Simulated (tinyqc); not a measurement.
# Reduced doping and fringe capacitance from two biases

Inverse problem. C = eps0 eps_r hr/W + Cf with W = sqrt(2 eps0 eps_r (Vb + V)/(q Nr)), 1/Nr = 1/Na + 1/Nd. Find Cf, W at zero bias and Nr.

Inputs (values chosen for the exercise); values close to those of silicon near 1550 nm: relative permittivity of the semiconductor eps_r = 11.7; built-in voltage Vb = 0.85 V; rib height hr = 150 nm.

Constants: q = 1.602176634e-19 C, eps0 = 8.8541878128e-14 F/cm where lengths are in cm. Results are converted to the units shown.

C at V = 0 and 3 V (pF/m): 298.78192  166.36540

Answer. C is linear in (Vb + V)^(-1/2); the intercept is Cf.

Cf = 49.0 pF/m
W(0) = 62.2 nm
Nr = 2.84e17 cm^-3

tinyqc, about 0.01 s, one thread, Intel Xeon 2.30GHz (shared host): `OMP_NUM_THREADS=1 python tinyqc.py 2650033 2650034 out.jsonl`
